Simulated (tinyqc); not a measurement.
# Undoped symmetric double-gate MOSFET, analytic potential model: two studies

An undoped body of thickness ts between two equal insulators and tied gates; long channel, electrons only, n = ni exp((psi - V)/Vt) with V the quasi-Fermi potential (0 at the source, Vd at the drain), constant mobility, no quantisation. Across the body psi(x) = V - 2 Vt ln[(ts/(2 beta)) sqrt(q ni/(2 eps0 eps_r Vt)) cos(2 beta x/ts)], x from the centre. Q is the electron charge per area of the whole body.

Values chosen for this exercise; material values close to those of gallium arsenide: temperature T = 273 K; band gap Eg = 1.44 eV; relative permittivity of the semiconductor eps_r = 12.7; conduction-band density of states at T Nc = 3.88e17 cm^-3; valence-band density of states at T Nv = 7.88e18 cm^-3; relative permittivity of the gate insulator eox = 21.1; insulator thickness tox = 5 nm; body thickness ts = 12 nm; gate work function less that of the intrinsic body dphi = -0.09 V; channel mobility mu = 690 cm^2/(V s); gate length L = 0.1 um; drain voltage Vd = 0.8 V.

Constants: q = 1.602176634e-19 C, kB = 1.380649e-23 J/K, Vt = kB T/q, eps0 = 8.8541878128e-14 F/cm where lengths are in cm. Results are converted to the units shown.

Each table varies one quantity; the others keep the values above.

## Effect of the body thickness

ni = sqrt(Nc Nv) exp(-Eg/(2 Vt)), Eg in volts; r = eps_r tox/(eox ts); V0 = dphi + 2 Vt ln[(2/ts) sqrt(2 eps0 eps_r Vt/(q ni))]. beta (between 0 and pi/2) solves (Vg - V0 - V)/(2 Vt) = ln(beta) - ln(cos beta) + 2 r beta tan(beta). Q = 8 eps0 eps_r Vt beta tan(beta)/ts; I = mu (1/L)(4 eps0 eps_r/ts)(2 Vt)^2 [g(beta_s) - g(beta_d)] per width, g = beta tan(beta) - beta^2/2 + r beta^2 tan^2(beta), with beta_s at V = 0 and beta_d at V = Vd.  I(low) is taken at Vg = 0.36 V, Qs and I(high) at Vg = 1.11 V.

Effect of the body thickness:
```
ts (nm)  V0 (V)  I(low) (nA/um)  Qs(high) (nC/cm^2)  I(high) (uA/um)
4        0.6665          0.1886                2726             4167
5.6      0.6507          0.2640                2731             4212
7.8      0.6351          0.3677                2733             4246
11       0.6189          0.5185                2735             4273
15       0.6043          0.7071                2735             4291
21       0.5885          0.9899                2736             4306
30       0.5717           1.414                2736             4318
```

What does the table show?

As ts goes from 4 to 30 nm, I(low) rises from 0.189 to 1.41 nA/um and I(high) rises from 4170 to 4320 uA/um. On average I(low) goes as ts^(1.00) and I(high) goes as ts^(0.02). Below threshold the charge is proportional to the cross-section of the body; above it the insulator sets the charge. In every row the surface density at the source at the higher gate voltage passes 0.3 Nc, where Boltzmann statistics fail. In every row mu V/L at the higher gate voltage, with V the smaller of Vd and Vg - V0, passes 3e6 cm/s, so velocity saturation would lower the current. At ts = 30 nm L is under three scale lengths of this cross-section, so short-channel effects, left out here, would raise the subthreshold current. For ts = 4 to 5.6 nm the body is thin enough for quantum confinement, left out here, to raise the threshold.

## Effect of the insulator thickness

Same model as above.

The same in every row: V0 (V) = 0.61482.

Effect of the insulator thickness:
```
tox (nm)  I(low) (nA/um)  Qs(high) (nC/cm^2)  I(high) (uA/um)
1.7              0.56566              7066.3            10065
2.4              0.56566              5225.9           7682.3
3.5              0.56566              3749.6           5696.5
5                0.56566              2735.0           4278.8
7.2              0.56565              1977.5           3182.2
10               0.56565              1474.4           2429.5
15               0.56564              1024.2           1733.8
```

What does the table show?

As tox goes from 1.7 to 15 nm, I(low) stays near 0.566 nA/um and I(high) falls from 10100 to 1730 uA/um. On average I(low) is independent of tox and I(high) goes as tox^(-0.81). Below threshold no voltage drops over the insulator in this long-channel model, so its thickness does not matter there. In every row the surface density at the source at the higher gate voltage passes 0.3 Nc, where Boltzmann statistics fail. In every row mu V/L at the higher gate voltage, with V the smaller of Vd and Vg - V0, passes 3e6 cm/s, so velocity saturation would lower the current. At tox = 15 nm L is under three scale lengths of this cross-section, so short-channel effects, left out here, would raise the subthreshold current.

Program tinyqc, `OMP_NUM_THREADS=1 python tinyqc.py 2440004 2440005 out.jsonl`; Intel Xeon 2.30GHz, shared host, one thread, about 0.01 s.
